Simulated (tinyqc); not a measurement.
The mobility curve: inversion-layer mobility, back-scattering and ballistic limit of a field-effect transistor. Computed by tinyqc, a small Python program. Command: `OMP_NUM_THREADS=1 python tinyqc.py 3018338 3018339 out.jsonl mos walk`. One thread of a shared host (Intel(R) Xeon(R) Processor @ 2.30GHz), about 0.01 s of CPU time with the checks.

The charge at the top of the source barrier is fixed by the gate; series resistance and short-channel effects are left out. F_j are Fermi integrals normalised to exp(eta) in the classical limit.

Inputs (values chosen for the exercise, modelled on a 4H-SiC n-channel): weight w of the inversion charge = 0.5; permittivity eps = 9.7; phonon mobility at 1 MV/cm and 300 K, mu_ph = 89 cm^2/(V s); roughness mobility at 1 MV/cm, mu_sr = 45 cm^2/(V s); Coulomb mobility at N_inv = 1e12/cm^2, mu_C = 27 cm^2/(V s); electrical oxide thickness t_inv = 1.3 nm; depletion charge N_dep = 1.8e+11 1/cm^2; temperature T = 300 K.

Statistics at the top of the barrier: Fermi-Dirac.

Constants: eps_0 = 8.8541878128e-12 F/m; e = 1.602176634e-19 C.

Method. N_inv = 3.9 eps_0 (V_G - V_T)/(e t_inv); effective field E_eff = e (N_dep + w N_inv)/(eps eps_0). mu_phonon = mu_ph (E_eff/1 MV/cm)^(-0.3) (T/300 K)^(-1.75); mu_rough = mu_sr (E_eff/1 MV/cm)^(-2); mu_Coulomb = mu_C (N_inv/1e12 cm^-2) (T/300 K); Matthiessen's rule adds 1/mu.

Mobilities (cm^2/(V s)):
```
V_G - V_T (V)  N_inv (1/cm^2)  E_eff (MV/cm)  phonon   roughness  Coulomb   total
0.03               4.9737e+11         0.0800  189.89  7.0365e+03    13.43  12.520
0.06               9.9474e+11         0.1264  165.54  2.8182e+03    26.86  22.921
0.12               1.9895e+12         0.2191  140.34  9.3702e+02    53.72  37.300
0.20               3.3158e+12         0.3429  122.70  3.8281e+02    89.53  45.596
0.35               5.8027e+12         0.5748  105.08  1.3619e+02   156.67  43.026
0.50               8.2895e+12         0.8068   94.92  6.9137e+01   223.82  33.936
0.75               1.2434e+13         1.1934   84.40  3.1598e+01   335.73  21.517
1.00               1.6579e+13         1.5800   77.59  1.8027e+01   447.63  14.165
1.50               2.4869e+13         2.3532   68.85  8.1266e+00   671.45   7.191
```

What does the comparison show, and why?

The lowest part is Coulomb from 0.0300 to 0.200, phonon at 0.350, roughness from 0.500 to 1.50 V. The total peaks at 46 near E_eff = 0.34 MV/cm: screening lifts it at low density and the field presses it down at high density.

Extremes, crossings and ranges named in words are read from the listed rows.
